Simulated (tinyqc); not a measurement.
# Velocity overshoot from momentum and energy balance equations after a field step, step by step

A worked calculation. Computed by tinyqc, a small Python program that keeps every step. Command: `OMP_NUM_THREADS=1 python tinyqc.py 3004209 3004210 out.jsonl overshoot walk`. One thread of a shared host (Intel(R) Xeon(R) Processor @ 2.30GHz), about 0.01 s of CPU time with the checks. Intermediate numbers are printed to about 6 digits and carried at full precision; extremes and crossings named in words are read from the listed rows.

At t = 0 the field jumps from 0 to F in a uniform sample. v is the drift velocity and u = w - (3/2) k_B T the excess energy per carrier.

Inputs (values chosen for the exercise, modelled on electrons in silicon except for tau_E):

| quantity | value | unit |
|---|---|---|
| effective mass m | 0.25 | m_0 |
| low-field mobility mu_0 | 1500 | cm^2/(V s) |
| saturation velocity v_s | 1 | 1e7 cm/s |
| energy relaxation time tau_E | 0.8 | ps |
| field after the step F | 7.7 | kV/cm |
| lattice temperature T | 300 | K |
| time step dt | 19 | fs |

Scheme: implicit in the damping.

Constants: m_0 = 9.1093837015e-31 kg; e = 1.602176634e-19 C; k_B = 8.617333262e-05 eV/K.

## Constants and steady state

dv/dt = e F/m - v/tau_m(u), du/dt = e F v - u/tau_E, tau_m(u) = tau_0/(1 + c u), tau_0 = m mu_0/e, c = mu_0/(e tau_E v_s^2); this choice gives the steady state v (1 + mu_0 F v/v_s^2) = mu_0 F, which saturates at v_s. Steady velocity v = 2 mu_0 F/(1 + sqrt(1 + 4 (mu_0 F/v_s)^2)); u = e F v tau_E; carrier temperature T + 2u/(3 k_B), neglecting the drift energy m v^2/2.

tau_0 = 213.211 fs

c = 18.75 1/eV

acceleration e F/m = 0.00541717 1e7 cm/s per fs

steady velocity = 0.656780 1e7 cm/s

steady excess energy = 0.0404576 eV

steady carrier temperature = 612.994 K

tau_E/tau_0 = 3.75, and in the steady state tau_m has shrunk to 121.2 fs.

## First four steps

dv/dt = e F/m - v/tau_m(u), du/dt = e F v - u/tau_E, tau_m(u) = tau_0/(1 + c u), tau_0 = m mu_0/e, c = mu_0/(e tau_E v_s^2); this choice gives the steady state v (1 + mu_0 F v/v_s^2) = mu_0 F, which saturates at v_s. Step: v_new = (v + dt e F/m)/(1 + dt/tau_m(u)), u_new = (u + dt e F v_new)/(1 + dt/tau_E). Start v = u = 0; the distance adds dt (v + v_new)/2.

Steps:

| step | t (fs) | v (1e7 cm/s) | u (eV) | tau_m (fs) |
|---|---|---|---|---|
| 1 | 19 | 0.094505 | 0.00013505 | 212.673 |
| 2 | 38 | 0.181239 | 0.00039092 | 211.660 |
| 3 | 57 | 0.260758 | 0.00075449 | 210.237 |
| 4 | 76 | 0.333540 | 0.00121364 | 208.467 |

## The whole transient

Run to 8 times the larger of tau_E and tau_0, but at most 20001 steps, and stop early if |v| > 1000 v_s or u < -1/(2c); the run is accepted if the last v is within 0.5 % of the steady value.

Selected steps, the peak among them:

| step | t (fs) | v (1e7 cm/s) | u (eV) | distance (nm) |
|---|---|---|---|---|
| 1 | 1.90000e+01 | 0.094505 | 0.0001351 | 8.97793e-02 |
| 2 | 3.80000e+01 | 0.181239 | 0.0003909 | 3.51736e-01 |
| 3 | 5.70000e+01 | 0.260758 | 0.0007545 | 7.71632e-01 |
| 5 | 9.50000e+01 | 0.400009 | 0.0017571 | 2.03309e+00 |
| 9 | 1.71000e+02 | 0.609876 | 0.0045764 | 5.92074e+00 |
| 14 | 2.66000e+02 | 0.768866 | 0.0089444 | 1.25455e+01 |
| 22 | 4.18000e+02 | 0.861782 | 0.0162180 | 2.51287e+01 |
| 24 | 4.56000e+02 | 0.865386 | 0.0179174 | 2.84116e+01 |
| 35 | 6.65000e+02 | 0.826641 | 0.0257348 | 4.62030e+01 |
| 56 | 1.06400e+03 | 0.728816 | 0.0340996 | 7.70459e+01 |
| 87 | 1.65300e+03 | 0.676285 | 0.0385333 | 1.18074e+02 |
| 137 | 2.60300e+03 | 0.659643 | 0.0401610 | 1.81284e+02 |
| 215 | 4.08500e+03 | 0.656937 | 0.0404412 | 2.78757e+02 |
| 337 | 6.40300e+03 | 0.656781 | 0.0404575 | 4.31006e+02 |

peak velocity = 0.865386 1e7 cm/s

time of the peak = 456 fs

distance at the peak = 28.4116 nm

last relative deviation from the steady velocity = 2.60330e-06

peak over steady velocity = 1.31762

The velocity overshoots to 1.32 times its steady value: momentum follows the field within tau_m while the energy, and with it the scattering rate, builds up over tau_E. A channel shorter than a few times 28 nm would see this.

## Error of the time step

The peak velocity is recomputed with dt/2 and dt/4 and by an adaptive Runge-Kutta method (tolerance 1e-9).

Peak velocity:

| step | v_peak (1e7 cm/s) | error (%) |
|---|---|---|
| dt | 0.865386 | -0.431291 |
| dt/2 | 0.867223 | -0.219909 |
| dt/4 | 0.868156 | -0.112541 |
| adaptive | 0.869134 | 0.000000 |

The implicit scheme puts the peak 0.43 % too low; halving dt divides the error by 1.96, as a first-order method should.

Checks made by the program: peak at dt/4 against the adaptive solution (relative difference 1e-03).
